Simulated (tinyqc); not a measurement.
Resistance of a tapered via with liner, size effect and interface: two steps of the calculation.

A round via whose diameter grows from db at the bottom as D(z) = db + 2 z/tan(ang). The fill, of diameter D - 2 tl, starts above the bottom liner (thickness fb tl) and has rho = rho0 (1 + ks lam/(D - 2 tl)); the sidewall liner conducts in parallel with it. The bottom liner and the interface are crossed over the full area pi db^2/4. Spreading in the lines above and below is left out.

Inputs (values chosen for the exercise); fill metal close to ruthenium:
```
symbol,value,unit,meaning
db,21,nm,diameter at the bottom
hv,61,nm,height
ang,88,degrees,sidewall angle
rho0,7.95,uohm cm,bulk resistivity of the fill
lam,6.77,nm,mean free path of the fill
ks,1,,size-effect factor
tl,0.1,nm,liner on the sidewall
fb,0.7,,liner at the bottom over that on the sidewall
rl,460,uohm cm,resistivity of the liner
ri,5.9e-12,ohm cm^2,interface resistivity at the bottom
Sb,1.5e15,S/m^2,"ballistic conductance per area, about 3/(4 rho0 lam)"
```

Problem 1. Slices of the via. Slices between z0 = fb tl and hv, evaluated at their midpoints: conductance per length pi/4 [(D - 2 tl)^2/rho + (D^2 - (D - 2 tl)^2)/rl], slice resistance = slice height over that. 6 slices.

Find: z; D; rho; slice resistance.

Solution 1.

| slice | z (nm) | D (nm) | rho (uohm cm) | slice resistance (ohm) |
|---|---|---|---|---|
| 0 | 5.1475 | 21.360 | 10.494 | 3.0291 |
| 1 | 15.303 | 22.069 | 10.411 | 2.8136 |
| 2 | 25.457 | 22.778 | 10.334 | 2.6200 |
| 3 | 35.612 | 23.487 | 10.261 | 2.4456 |
| 4 | 45.767 | 24.196 | 10.193 | 2.2879 |
| 5 | 55.922 | 24.906 | 10.129 | 2.1448 |

Problem 2. Total resistance. R_fill = sum of the slices; R_bottom = rl fb tl/(pi db^2/4); R_interface = ri/(pi db^2/4); ballistic (Sharvin) limit 1/(Sb pi (db - 2 tl)^2/4); ideal cylinder rho0 hv/(pi db^2/4).

| slice | slice resistance (ohm) |
|---|---|
| 0 | 3.0291137 |
| 1 | 2.8135768 |
| 2 | 2.6200289 |
| 3 | 2.4456002 |
| 4 | 2.2878714 |
| 5 | 2.1447918 |

Give: parts; R; shares; ballistic limit; ideal cylinder.

Solution 2.

parts (ohm): fill 15.34, bottom liner 0.9297, interface 1.703
R = 17.97 ohm
shares (%): fill 85.35, bottom liner 5.17, interface 9.48
ballistic limit = 1.962 ohm
ideal cylinder = 14.00 ohm

The fill is the largest part, and R is 1.28 times the ideal cylinder. With 2000 slices R = 17.979 ohm.

tinyqc, about 0.01 s, one thread, Intel Xeon 2.30GHz (shared host): `OMP_NUM_THREADS=1 python tinyqc.py 2750141 2750142 out.jsonl`
